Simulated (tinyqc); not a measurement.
Self-heating of a transistor with one or more fingers, with temperature-dependent conductivity: one step, computed by the program tinyqc.

N long parallel fingers lie on the top face of a slab whose bottom is held at T_0; the top is otherwise insulated, and heat flows in two dimensions. P in W/mm is 1000 P in W/m.

Task: Correction for the falling conductivity. Kirchhoff transformation for kappa = kappa_0 (T/T_0)^-m: T = T_0 [1 - (m - 1) theta/T_0]^(-1/(m - 1)), where theta is the linear rise. The bracket vanishes at the power P T_0/((m - 1) theta).

Inputs (values chosen for the exercise, modelled on indium phosphide):
```
quantity                    value        unit
exponent m in kappa ~ T^-m   1.44           -
base temperature T_0          358           K
power per gate width P       0.99        W/mm
width of the heat source w   0.16  micrometre
phonon free path Lambda        93          nm
```

Power: power rises with temperature.

largest theta = 51.81068 K

Give: peak temperature; true rise; true rise / linear rise; power at which the formula diverges.

Result:

peak temperature = 415.74 K

true rise = 57.744 K

true rise / linear rise = 1.1145

power at which the formula diverges = 15.547 W/mm

The falling conductivity adds 11.5 % to the rise. Caution: the source is narrower than two phonon free paths, so the Fourier result understates the rise at the source.
